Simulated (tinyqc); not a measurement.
Worked calculation: effective mass of the conduction band from tabulated energies. Values are carried at full precision from step to step, so a last printed digit may differ when a step is redone from the rounded ones.

c = hbar^2/2m0. A uniform scatter of up to 1 meV has been added to mimic numerical noise.
Constants: hbar^2/2m0 = 3.80998211 eV angstrom^2.

## Finite differences

Energies along [111], from the band edge:
```
k (1/angstrom)   E (meV)
0.00000           0.0000
0.00920           4.3026
0.01840          18.9932
0.02760          43.2991
0.03680          73.3191
0.04600         113.3633
0.05520         157.4216
0.06440         206.8292
0.07360         260.4804
```

reference mass (curvature of the model at k = 0.0001 1/angstrom) = 0.06600 m0

The band is even in k. m = c k^2/E(k) from the points 1, 2, 4 (k = 0 is point 0); Richardson from points 1 and 2: c/m = [16 E(k1) - E(k2)]/(12 k1^2).

m from points 1, 2, 4 (m0): 0.07495  0.06791  0.07037

m by Richardson = 0.07763 m0

Errors against the reference: +13.56, +2.90 and +6.62 % and +17.62 %. The extrapolation does not help: a scatter of 1 meV is 23 % of the first energy, and the formula weights that point by 4/3.

## Least squares over all points

Fit E = a k^2 (a = sum k^2 E/sum k^4), then E = a k^2 + b k^4 from the normal equations; E in eV; m = c/a.

sums of k^4, k^6, k^8: 6.2842e-05  2.7102e-07  1.2669e-09

sums of k^2 E, k^4 E: 0.0031274  1.3332e-05

a, one term = 49.766 eV angstrom^2

a and b, two terms: 56.62  -1588

m, one and two terms (m0): 0.07656  0.06729

The parabola over all points errs by +16.0 % because the weights k^4 favour the outer points; the second term brings the error to +2.0 %.

## The non-parabolic form

E (1 + alpha E) = c k^2/m means that y = c k^2/E is a straight line in E with intercept m and slope m alpha. Fit the line by unweighted least squares over points 1 to 8, E in eV.

y (m0): 0.07495  0.06791  0.06703  0.07037  0.07112  0.07375  0.07640  0.07923

m = 0.06882 m0
alpha = 0.500 1/eV

The intercept errs by +4.27 %. The scatter of the first points, divided by small energies, tilts an unweighted line. The model has Eg = 1.496 eV, and for two bands alpha is near 1/Eg = 0.67 1/eV.

## Checks

- Two-term fit by normal equations against a least-squares routine: both 56.6166.

tinyqc: `OMP_NUM_THREADS=1 python tinyqc.py 1880943 1880944 out.jsonl`; about 0.01 s, one thread, shared Intel(R) Xeon(R) Processor @ 2.30GHz.
